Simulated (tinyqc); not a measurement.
From one set of inputs to another, one input at a time: Froehlich polaron in a polar crystal. Computed by tinyqc, a small Python program. Command: `OMP_NUM_THREADS=1 python tinyqc.py 3029967 3029968 out.jsonl frohlich ladder`. One thread of a shared host (Intel(R) Xeon(R) Processor @ 2.30GHz), about 0.2 s of CPU time with the checks.

One electron in a parabolic band of mass m*, coupled to dispersionless LO phonons in the continuum model. Energies are in units of hbar omega unless marked, wave numbers in k_0 = sqrt(2 m* omega/hbar).

The inputs printed are set A. Set A is modelled on aluminium nitride; the values taken over come from a set modelled on zinc oxide. Inputs not listed in the table keep their values of set A, so the rows need not describe a real material.

Inputs (values chosen for the exercise, modelled on aluminium nitride): band mass m* = 0.343 m_0; LO phonon energy hbar omega = 112 meV; eps_inf = 4.69; static dielectric constant eps_s = 8.08.

Constants: hbar^2/(2 m_0) = 3.80998212 eV angstrom^2; e^2/(4 pi eps_0) = 14.39964548 eV angstrom.

Method:
- 1/eps* = 1/eps_inf - 1/eps_s; k_0 = sqrt(2 m* omega/hbar) = sqrt(m* hbar omega / (hbar^2/(2 m_0))) with m* in m_0; alpha = (e^2/(4 pi eps_0)) k_0/(2 eps* hbar omega); polaron length 1/k_0.
- Feynman's bound: E(v, w) = 3 (v - w)^2/(4 v) - (alpha v/sqrt(pi)) int_0^infinity e^-u D(u)^(-1/2) du, D = w^2 u + ((v^2 - w^2)/v)(1 - e^(-v u)); integrals by 80 Gauss-Legendre points in s from 0 to 1 with u = 40 s^2.
- Minimise over v > w > 0 (simplex search); mass m_p/m* = 1 + (alpha v^3/(3 sqrt(pi))) int u^2 e^-u D^(-3/2) du.

Each row keeps all changes above it:
```
input moved                         from     to  polaron length 1/k_0 (angstrom)  polaron energy, Feynman (meV)  m_p/m*, Feynman
set A                                  -      -                             9.96                         -65.15            1.105
LO phonon energy hbar omega (meV)    112   70.8                            12.53                         -51.90            1.136
eps_inf                             4.69   3.76                            12.53                         -82.98            1.232
band mass m* (m_0)                 0.343  0.284                            13.77                         -75.39            1.207
static dielectric constant eps_s    8.08   8.28                            13.77                         -77.00            1.212
```

Where does the difference come from?

Polaron length 1/k_0 goes from 9.96 to 13.8, a factor 1.38 in all. The largest single move comes from LO phonon energy hbar omega (a factor 1.26). Polaron energy, Feynman goes from -65.1 to -77.0, -11.9 in all. The largest single move comes from eps_inf (-31.1), and LO phonon energy hbar omega works against it (+13.2). m_p/m*, Feynman goes from 1.10 to 1.21, a factor 1.10 in all. The largest single move comes from eps_inf (a factor 1.08), and band mass m* works against it (a factor 0.9797). The single moves hold for this order of the switches; the total does not depend on the order.

Extremes, crossings and ranges named in words are read from the listed rows.
